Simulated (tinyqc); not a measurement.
Interface traps from C-V curves, high-low and Terman methods: one step of the calculation.

MOS capacitor on an n-type substrate; psi is the band bending, negative in depletion; only majority carriers are counted. At the bending psi the Fermi level lies y = xi - psi below the conduction edge at the surface, xi = Vt ln(Nc/Nd). Dit(y) = D0 + D1 exp(-y/E1); traps fill up to the Fermi level, follow the bias and a slow signal, and do not follow a fast one. V is the gate voltage from flat band.

Task. Terman extraction. psi at each point follows from C_HF and the ideal curve. Dit = (Cox/q) d(V - V0)/dpsi by central differences over the two neighbours.

Constants: q = 1.602176634e-19 C. Results are converted to the units shown.

| point | psi (V) | V0 (V) | V (V) |
|---|---|---|---|
| 0 | -0.43000000 | -0.59782166 | -2.7086088 |
| 1 | -0.36583333 | -0.51960040 | -2.4423426 |
| 2 | -0.30166667 | -0.43995835 | -2.1574111 |
| 3 | -0.23750000 | -0.35835319 | -1.8432455 |
| 4 | -0.17333333 | -0.27379058 | -1.4829949 |
| 5 | -0.10916667 | -0.18414664 | -1.0494598 |
| 6 | -0.04500000 | -0.08402690 | -0.4975897 |

Cox = 123.32619 nF/cm^2

Find: Dit by Terman.

Result.

Dit by Terman, point 1 to 5 (cm^-2 eV^-1): [2.3592e12, 2.6262e12, 3.0485e12, 3.7162e12, 4.7722e12]

The differences overstate the curved tail; the largest error is 2.1 %, at point 5.

tinyqc, about 0.01 s, one thread, Intel Xeon 2.30GHz (shared host): `OMP_NUM_THREADS=1 python tinyqc.py 2030123 2030124 out.jsonl`
